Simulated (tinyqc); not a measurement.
Polytypes by hexagonality, and a cubic inclusion as a quantum well: one step. The bound level without the field. Five cases, with inputs chosen for the exercise.

Problem. Give V, L, the level E, its depth below the host conduction edge and the transition to the valence top of the host, gap(host) - (V - E).

Gap: E3 + (E2 - E3) h. Valence top Ev2 h and polarisation P2 h, both counted from 3C; Ec = Ev + gap.

A cubic inclusion of width L = N d in the host (h = 1) is a well of depth V = Ec(host) - Ec(3C). Square well with mass mismatch: k tan(k L/2) = (m_w/m_b) q, k = sqrt(m_w E/c), q = sqrt(m_b (V - E)/c), c = hbar^2/2m0, lowest root. The depth of the level, V - E, is its binding, and the transition to the valence top of the host is gap(host) - (V - E). The step in polarisation gives a field |F| = |P|/(eps eps0) in a thin inclusion, eps0 = 8.8541878e-12 F/m.

Constants: hbar^2/2m0 = 3.80998211 eV angstrom^2.

Case 1.

Values chosen (of the order of those of InAs; the results hold for these values, not for the real material):
- E3 = 0.417 eV (gap of the cubic polytype)
- E2 = 0.464 eV (gap of 2H)
- Ev2 = 0.039 eV (valence top of 2H above that of 3C)
- P2 = 0.0023 C/m^2 (spontaneous polarisation of 2H)
- m = (0.027, 0.025) m0 (electron mass along c in the cubic layer and in the host)
- d = 3.505 angstrom (thickness of a double layer)
- eps = 15.2 (dielectric constant)
- N = 24 (double layers in the cubic inclusion)

Case 2.

Values chosen (of the order of those of InAs; the results hold for these values, not for the real material):
- E3 = 0.418 eV (gap of the cubic polytype)
- E2 = 0.461 eV (gap of 2H)
- Ev2 = 0.045 eV (valence top of 2H above that of 3C)
- P2 = 0.0022 C/m^2 (spontaneous polarisation of 2H)
- m = (0.024, 0.024) m0 (electron mass along c in the cubic layer and in the host)
- d = 3.507 angstrom (thickness of a double layer)
- eps = 15.2 (dielectric constant)
- N = 9 (double layers in the cubic inclusion)

Case 3.

Values chosen (of the order of those of InAs; the results hold for these values, not for the real material):
- E3 = 0.418 eV (gap of the cubic polytype)
- E2 = 0.456 eV (gap of 2H)
- Ev2 = 0.041 eV (valence top of 2H above that of 3C)
- P2 = 0.002 C/m^2 (spontaneous polarisation of 2H)
- m = (0.026, 0.026) m0 (electron mass along c in the cubic layer and in the host)
- d = 3.504 angstrom (thickness of a double layer)
- eps = 14.6 (dielectric constant)
- N = 15 (double layers in the cubic inclusion)

Case 4.

Values chosen (of the order of those of GaAs; the results hold for these values, not for the real material):
- E3 = 1.505 eV (gap of the cubic polytype)
- E2 = 1.527 eV (gap of 2H)
- Ev2 = 0.128 eV (valence top of 2H above that of 3C)
- P2 = 0.0023 C/m^2 (spontaneous polarisation of 2H)
- m = (0.064, 0.062) m0 (electron mass along c in the cubic layer and in the host)
- d = 3.267 angstrom (thickness of a double layer)
- eps = 12.9 (dielectric constant)
- N = 6 (double layers in the cubic inclusion)

Case 5.

Values chosen (of the order of those of GaN; the results hold for these values, not for the real material):
- E3 = 3.302 eV (gap of the cubic polytype)
- E2 = 3.501 eV (gap of 2H)
- Ev2 = 0.064 eV (valence top of 2H above that of 3C)
- P2 = -0.0177 C/m^2 (spontaneous polarisation of 2H)
- m = (0.202, 0.195) m0 (electron mass along c in the cubic layer and in the host)
- d = 2.592 angstrom (thickness of a double layer)
- eps = 9.5 (dielectric constant)
- N = 2 (double layers in the cubic inclusion)

Give: V; L; E above the bottom; depth below the host edge; transition.

Solution.

Case 1.

V = 0.0860 eV
L = 84.120 angstrom
E above the bottom = 0.0465 eV
depth below the host edge = 0.0395 eV
transition = 0.4245 eV

The level keeps 46 % of the well depth. The transition lies above the gap of 3C itself (0.417 eV).

Case 2.

V = 0.0880 eV
L = 31.563 angstrom
E above the bottom = 0.0777 eV
depth below the host edge = 0.0103 eV
transition = 0.4507 eV

The level keeps 12 % of the well depth. The transition lies above the gap of 3C itself (0.418 eV).

Case 3.

V = 0.0790 eV
L = 52.560 angstrom
E above the bottom = 0.0590 eV
depth below the host edge = 0.0200 eV
transition = 0.4360 eV

The level keeps 25 % of the well depth. The transition lies above the gap of 3C itself (0.418 eV).

Case 4.

V = 0.1500 eV
L = 19.602 angstrom
E above the bottom = 0.1229 eV
depth below the host edge = 0.0271 eV
transition = 1.4999 eV

The level keeps 18 % of the well depth. The transition lies below the gap of 3C itself (1.505 eV), which only a staggered line-up allows.

Case 5.

V = 0.2630 eV
L = 5.184 angstrom
E above the bottom = 0.2417 eV
depth below the host edge = 0.0213 eV
transition = 3.4797 eV

The level keeps 8 % of the well depth. The transition lies above the gap of 3C itself (3.302 eV). At a few layers the effective-mass picture is only a guide.

Computed by tinyqc, one run a case: `OMP_NUM_THREADS=1 python tinyqc.py N N+1 out.jsonl` with N = 1850043, 1850077, 1850093, 1850096, 1850210; one thread of a shared Intel(R) Xeon(R) Processor @ 2.30GHz, about 0.09 s a run at most.
